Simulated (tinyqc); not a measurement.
Planar ballistic transistor, top-of-the-barrier model: two steps of the calculation.

At the top of the source barrier, states moving towards the drain are filled by the source (Fermi level 0) and states moving back by the drain (Fermi level -q Vd); nothing scatters. U is the shift of the band edge there, set by the capacitances CG, CD and CS (the total) and by the charge. Parabolic two-dimensional band; the source is grounded.

Values chosen for this exercise; mass and valleys close to those of a monolayer dichalcogenide: temperature T = 250 K; effective mass m = 0.476 m0; valley degeneracy gv = 2; relative permittivity of the gate insulator eox = 22; insulator thickness tox = 3 nm; gate control CG/CS aG = 0.86; drain control CD/CS aD = 0.03; band edge at the barrier top above the source Fermi level at zero bias E0 = 0.25 eV; gate voltage Vg = 0.4 V; drain voltage Vd = 0.2 V.

Constants: q = 1.602176634e-19 C, kB = 1.380649e-23 J/K, hbar = 1.054571817e-34 J s, m0 = 9.1093837015e-31 kg, Vt = kB T/q, eps0 = 8.8541878128e-14 F/cm where lengths are in cm. Results are converted to the units shown.

Task 1. Density of states, capacitances and charge at zero bias. N0 = gv m kB T/(pi hbar^2), CG = eps0 eox/tox, vT = sqrt(2 kB T/(pi m)), CS = CG/aG, n0 = n at U = 0 and Vd = 0. eta1 = -(E0 + U)/Vt, eta2 = eta1 - Vd/Vt, n = (N0/2)[F_0(eta1) + F_0(eta2)], F_0(x) = ln(1 + exp x). UL = -(aG Vg + aD Vd).

Find: N0; CG; CS; n0; UL.

Result 1.

N0 = 8.567e12 cm^-2
CG = 6.493 uF/cm^2
CS = 7.550 uF/cm^2
n0 = 7.817e7 cm^-2
UL = -0.3500 eV

Task 2. Self-consistent potential at the barrier top. U(out) = UL + q (n - n0)/CS. U(new) = U + 0.2 (U(out) - U).

U after iteration 1 = -0.26526112 eV
N0 = 8.5673605e12 cm^-2
CS = 7.5500826 uF/cm^2
n0 = 7.8174817e7 cm^-2
UL = -0.35 eV

Give: eta1; eta2; n; U(out); U after iteration 2.

Result 2.

eta1 = 0.7084
eta2 = -8.575
n = 4.751e12 cm^-2
U(out) = -0.2492 eV
U after iteration 2 = -0.2620 eV

Numbers from tinyqc (`OMP_NUM_THREADS=1 python tinyqc.py 2400001 2400002 out.jsonl`; about 0.01 s on one thread of a shared Intel Xeon 2.30GHz).
